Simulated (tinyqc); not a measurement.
Inside a calculation. Method: CCD on RHF in the sto-3g basis, for H4, spin multiplicity 1. Computed by tinyqc, a small Python program that keeps every step (integrals from PySCF). Settings: charge = 0, multiplicity = 1, basis = sto-3g, method = RHF, energy threshold = 1e-10, iteration cap = 81, orthogonalisation = symmetric, start = Wolfsberg-Helmholz matrix, DIIS depth = 6, amplitude equations = CCD, DIIS depth for amplitudes = 4, cap on updates = 90. Command: `OMP_NUM_THREADS=1 python tinyqc.py 21185 21186 out.jsonl` (the two numbers bound the seeds that draw the settings). One thread of a shared host (Intel(R) Xeon(R) Processor @ 2.60GHz), about 0.07 s of CPU time with the checks. The early iterations of the SCF are left out here.

## One-electron integrals

Geometry (angstrom):
```
atom         x         y         z
H     0.000000  0.000000  0.000000
H     0.000000  0.000000  0.799000
H     0.000000  1.533000  0.000000
H     0.000000  1.533000  0.799000
```

Basis sto-3g: exponents (1/bohr^2) and contraction coefficients of normalised primitives:
```
element  l (shell)  exponent  coefficient
H            s (1)  3.425251     0.154329
H            s (1)  0.623914     0.535328
H            s (1)  0.168855     0.444635
```

Overlap, kinetic and nuclear-attraction integrals over the contracted functions; the nuclear repulsion is the sum of Za Zb / Rab.

nuclear repulsion = 2.62719678 hartree

overlap S:
```
          1H 1s     2H 1s     3H 1s     4H 1s
1H 1s  1.000000  0.621455  0.244883  0.183124
2H 1s  0.621455  1.000000  0.183124  0.244883
3H 1s  0.244883  0.183124  1.000000  0.621455
4H 1s  0.183124  0.244883  0.621455  1.000000
```

kinetic energy T (hartree):
```
           1H 1s      2H 1s      3H 1s      4H 1s
1H 1s   0.760032   0.203287   0.006984  -0.003795
2H 1s   0.203287   0.760032  -0.003795   0.006984
3H 1s   0.006984  -0.003795   0.760032   0.203287
4H 1s  -0.003795   0.006984   0.203287   0.760032
```

nuclear attraction V (hartree):
```
           1H 1s      2H 1s      3H 1s      4H 1s
1H 1s  -2.493830  -1.506280  -0.540000  -0.414904
2H 1s  -1.506280  -2.493830  -0.414904  -0.540000
3H 1s  -0.540000  -0.414904  -2.493830  -1.506280
4H 1s  -0.414904  -0.540000  -1.506280  -2.493830
```

core Hamiltonian H = T + V (hartree):
```
           1H 1s      2H 1s      3H 1s      4H 1s
1H 1s  -1.733799  -1.302993  -0.533016  -0.418700
2H 1s  -1.302993  -1.733799  -0.418700  -0.533016
3H 1s  -0.533016  -0.418700  -1.733799  -1.302993
4H 1s  -0.418700  -0.533016  -1.302993  -1.733799
```

## Two-electron integrals

Functions are numbered as in S; the eight-fold symmetry (ij|kl) = (ji|kl) = (kl|ij) leaves the list below.

Two-electron integrals (ij|kl) in chemists' order, unique and non-zero (hartree):
```
(11|11) 0.774606   (21|11) 0.411507   (21|21) 0.260137   (22|11) 0.548031
(22|21) 0.411507   (22|22) 0.774606   (31|11) 0.130079   (31|21) 0.073930
(31|22) 0.105238   (31|31) 0.033791   (32|11) 0.087965   (32|21) 0.056948
(32|22) 0.092161   (32|31) 0.023469   (32|32) 0.018148   (33|11) 0.339079
(33|21) 0.202932   (33|22) 0.303348   (33|31) 0.130079   (33|32) 0.092161
(33|33) 0.774606   (41|11) 0.092161   (41|21) 0.056948   (41|22) 0.087965
(41|31) 0.023469   (41|32) 0.017948   (41|33) 0.087965   (41|41) 0.018148
(42|11) 0.105238   (42|21) 0.073930   (42|22) 0.130079   (42|31) 0.027614
(42|32) 0.023469   (42|33) 0.105238   (42|41) 0.023469   (42|42) 0.033791
(43|11) 0.202932   (43|21) 0.128523   (43|22) 0.202932   (43|31) 0.073930
(43|32) 0.056948   (43|33) 0.411507   (43|41) 0.056948   (43|42) 0.073930
(43|43) 0.260137   (44|11) 0.303348   (44|21) 0.202932   (44|22) 0.339079
(44|31) 0.105238   (44|32) 0.087965   (44|33) 0.548031   (44|41) 0.092161
(44|42) 0.130079   (44|43) 0.411507   (44|44) 0.774606
```

## Orthogonalisation

S = U s U^T; symmetric (Loewdin) form X = U s^(-1/2) U^T, so that X^T S X = 1.

eigenvalues of S: 0.316786  0.440305  1.193448  2.049461

X:
```
           1H 1s      2H 1s      3H 1s      4H 1s
1H 1s   1.224410  -0.417463  -0.121632   0.013206
2H 1s  -0.417463   1.224410   0.013206  -0.121632
3H 1s  -0.121632   0.013206   1.224410  -0.417463
4H 1s   0.013206  -0.121632  -0.417463   1.224410
```

## Iteration 2 (converged): orbitals

converged F (hartree):
```
           1H 1s      2H 1s      3H 1s      4H 1s
1H 1s  -0.348618  -0.579273  -0.209153  -0.194147
2H 1s  -0.579273  -0.348618  -0.194147  -0.209153
3H 1s  -0.209153  -0.194147  -0.348618  -0.579273
4H 1s  -0.194147  -0.209153  -0.579273  -0.348618
```

Diagonalise F' = X^T F X, C = X C', fill 2 alpha and 2 beta electrons from the bottom; D = 2 C_occ C_occ^T. Each column has its largest component positive (the first on a tie).

F' = X^T F X (hartree):
```
           1          2          3          4
1   0.044040  -0.588586  -0.123919   0.018933
2  -0.588586   0.044040   0.018933  -0.123919
3  -0.123919   0.018933   0.044040  -0.588586
4   0.018933  -0.123919  -0.588586   0.044040
```

orbital energies (hartree): MO1 -0.649532, MO2 -0.439559, MO3 0.489774, MO4 0.775478

coefficients C:
```
            MO1        MO2        MO3        MO4
1H 1s  0.349261   0.457687   0.753518   0.888356
2H 1s  0.349261   0.457687  -0.753518  -0.888356
3H 1s  0.349261  -0.457687   0.753518  -0.888356
4H 1s  0.349261  -0.457687  -0.753518   0.888356
```

D after iteration 2:
```
           1H 1s      2H 1s      3H 1s      4H 1s
1H 1s   0.662921   0.662921  -0.174987  -0.174987
2H 1s   0.662921   0.662921  -0.174987  -0.174987
3H 1s  -0.174987  -0.174987   0.662921   0.662921
4H 1s  -0.174987  -0.174987   0.662921   0.662921
```

## Convergence

Stop when the energy changes by less than 1e-10 hartree and every element of the error matrix X^T (F D S - S D F) X is below 3e-06.

Course of the cycle:
```
iteration  E (hartree)     change  largest element of the error matrix
1          -2.15512115          -                             1.42e-15
2          -2.15512115  -8.88e-16                             4.94e-16
```

PySCF RHF in the same basis = -2.15512115 hartree

Converged in 2 iterations.

## Integrals over molecular orbitals

(pq|rs) = sum C_ip C_jq C_kr C_ls (ij|kl), one index at a time.

one-electron integrals over orbitals h = C^T H C (hartree):
```
           1          2          3          4
1  -1.946125   0.000000   0.000000   0.000000
2   0.000000  -1.747102   0.000000   0.000000
3   0.000000   0.000000  -1.238057   0.000000
4   0.000000   0.000000   0.000000  -0.999063
```

Two-electron integrals over orbitals (pq|rs), unique and non-zero (hartree):
```
(11|11) 0.493519   (21|21) 0.181704   (22|11) 0.492389   (22|22) 0.504469
(31|31) 0.103621   (32|32) 0.083000   (33|11) 0.477634   (33|22) 0.479592
(33|33) 0.485867   (41|32) 0.081513   (41|41) 0.080104   (42|31) 0.106983
(42|42) 0.115916   (43|21) 0.178475   (43|43) 0.195607   (44|11) 0.487563
(44|22) 0.497717   (44|33) 0.497160   (44|44) 0.515600
```

## CCD: starting amplitudes

t_ij^ab = <ij||ab> / (e_i + e_j - e_a - e_b), whose energy is MP2.

Starting amplitudes (spin orbitals 1a, 1b, ...; amplitudes related by a flip of all spins are not repeated):
```
from      to          t
2a 2b  4a 4b  -0.047700
1a 1b  3a 3b  -0.045475
1a 2b  3a 4b  -0.045441
2a 2b  3a 3b  -0.044656
1a 2b  3b 4a   0.034622
1a 1b  4a 4b  -0.028106
1a 2a  3a 4a  -0.010818
```

correlation energy = -0.03211740 hartree

## CCD: amplitude update 1

t_ij^ab D_ij^ab are set to the remaining terms of the spin-orbital equations, evaluated with the old amplitudes; for the doubles these are <ij||ab> + 1/2 <ab||ef> t_ij^ef + 1/2 <mn||ij> t_mn^ab + P(ij)P(ab) <mb||ej> t_im^ae + terms in t^2, D the orbital-energy denominators.

Amplitudes after update 1 (spin orbitals 1a, 1b, ...; amplitudes related by a flip of all spins are not repeated):
```
from      to          t
2a 2b  3a 3b  -0.066308
2a 2b  4a 4b  -0.062976
1a 2b  3a 4b  -0.061073
1a 1b  3a 3b  -0.060913
1a 2b  3b 4a   0.049528
1a 1b  4a 4b  -0.038193
1a 2a  3a 4a  -0.011545
```

correlation energy = -0.04390480 hartree

## CCD: amplitude update 2

As before.

Amplitudes after update 2 (spin orbitals 1a, 1b, ...; amplitudes related by a flip of all spins are not repeated):
```
from      to          t
2a 2b  3a 3b  -0.076148
2a 2b  4a 4b  -0.067913
1a 2b  3a 4b  -0.066573
1a 1b  3a 3b  -0.066240
1a 2b  3b 4a   0.055461
1a 1b  4a 4b  -0.041836
1a 2a  3a 4a  -0.011112
```

correlation energy = -0.04825963 hartree

## CCD: convergence

E_corr = 1/4 sum <ij||ab> t_ij^ab; stop when the norm of the change is below 1e-8.

Course of the amplitude iterations:
```
update  correlation energy (hartree)  norm of the change
0                        -0.03211740                   -
1                        -0.04390480            8.89e-02
2                        -0.04825963            3.43e-02
3                        -0.05092299            1.34e-02
4                        -0.05089830            9.31e-04
5                        -0.05090491            2.54e-04
6                        -0.05090248            2.29e-05
7                        -0.05090241            4.06e-06
8                        -0.05090254            9.95e-07
9                        -0.05090256            9.82e-08
10                       -0.05090256            4.39e-09
```

Converged amplitudes (spin orbitals 1a, 1b, ...; amplitudes related by a flip of all spins are not repeated):
```
from      to          t
2a 2b  3a 3b  -0.083960
2a 2b  4a 4b  -0.070047
1a 2b  3a 4b  -0.069930
1a 1b  3a 3b  -0.068816
1a 2b  3b 4a   0.059108
1a 1b  4a 4b  -0.044112
1a 2a  3a 4a  -0.010823
```

CCD total energy = -2.20602372 hartree

Converged in 10 updates, with DIIS from the third.
